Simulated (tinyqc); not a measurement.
From results back to parameters: image-charge renormalisation of a gap near a dielectric or metal. Two cases, with inputs chosen for the exercise.

Problem. A small molecule or defect in vacuum at height z above the image plane of a substrate has both its electron and hole levels stabilised by (e^2/4 pi eps0)(es - 1)/((es + 1) 4 z), so its gap shrinks by twice that. The reduced gap is given.

Constants: e^2/(4 pi eps0) = 14.39964547 eV angstrom.

Case 1.

Values chosen: E0 = 3.37 eV (quasiparticle gap far from the surface); es = 3.9 (dielectric constant of the substrate (1e4: a metal)).

gap near the surface = 2.65981 eV

Case 2.

Values chosen: E0 = 6.98 eV (quasiparticle gap far from the surface); es = 3.9 (dielectric constant of the substrate (1e4: a metal)).

gap near the surface = 6.49022 eV

Find: reduction; (es - 1)/(es + 1); z.

Solution. z = (e^2/4 pi eps0)(es - 1)/((es + 1) 2 x reduction). Local and hybrid functionals miss this shift, since it is a non-local correlation effect.

Case 1.

reduction = 0.7102 eV
(es - 1)/(es + 1) = 0.5918
z = 6.00 angstrom

Case 2.

reduction = 0.4898 eV
(es - 1)/(es + 1) = 0.5918
z = 8.70 angstrom

Computed by tinyqc, one run a case: `OMP_NUM_THREADS=1 python tinyqc.py N N+1 out.jsonl` with N = 1850467, 1850472; one thread of a shared Intel(R) Xeon(R) Processor @ 2.30GHz, about 0.02 s a run at most.
